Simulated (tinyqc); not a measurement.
Current of a Schottky diode by thermionic-emission-diffusion theory, and its read-back from I-V-T and C-V data: one step, computed by the program tinyqc.

Full ionisation, no tunnelling, no recombination current. V is the voltage across the junction itself, forward positive.

Task: Read-back from the I-V curve. N_c(T) = N_c (T/300 K)^(3/2); V_bi = phi_0 - (k_B T/e) ln(N_c(T)/N); surface field F = sqrt(2 e N (V_bi - V - k_B T/e)/(eps eps_0)); image lowering d_phi = sqrt(e F/(4 pi eps eps_0)); effective barrier phi = phi_0 - d_phi - sigma^2 (1 - rho V)/(2 k_B T). Collection velocity v_R = A* T^2/(e N_c(T)); diffusion velocity v_D = mu F; J = e N_c(T) v_R/(1 + v_R/v_D) exp(-phi/k_B T) [exp(e V/k_B T) - 1]. Ideality n = (e/k_B T)/(d ln J/dV) by a central difference of +/- 1 mV; J_0 = J exp(-e V/(n k_B T)); apparent barrier phi_IV = k_B T ln(A* T^2/J_0); a C-V plot gives phi_CV = phi_0, the mean without lowering.

Inputs (values chosen for the exercise, modelled on n-type Ga2O3):

| quantity | value | unit |
|---|---|---|
| Richardson constant A* | 34 | A/(cm^2 K^2) |
| effective density of states at 300 K, N_c | 3.9e+18 | 1/cm^3 |
| permittivity eps | 10.2 | - |
| mobility mu | 130 | cm^2/(V s) |
| barrier without image force phi_0 (mean) | 1.05 | eV |
| doping N | 8.1e+15 | 1/cm^3 |
| junction voltage V | 0.3 | V |
| temperature T | 200 | K |
| standard deviation sigma | 90 | meV |
| relative change of sigma^2 with bias, rho | 0.62 | 1/V |

Barrier: Gaussian spread of heights.

Constants: k_B = 8.617333262e-05 eV/K; e = 1.602176634e-19 C; eps_0 = 8.8541878128e-12 F/m.

Give: ideality factor n; extrapolated J_0; apparent barrier phi_IV; phi_CV - phi_IV.

Result:

ideality factor n = 1.1919

extrapolated J_0 = 1.2472e-14 A/cm^2

apparent barrier phi_IV = 0.79518 eV

phi_CV - phi_IV = 254.82 meV
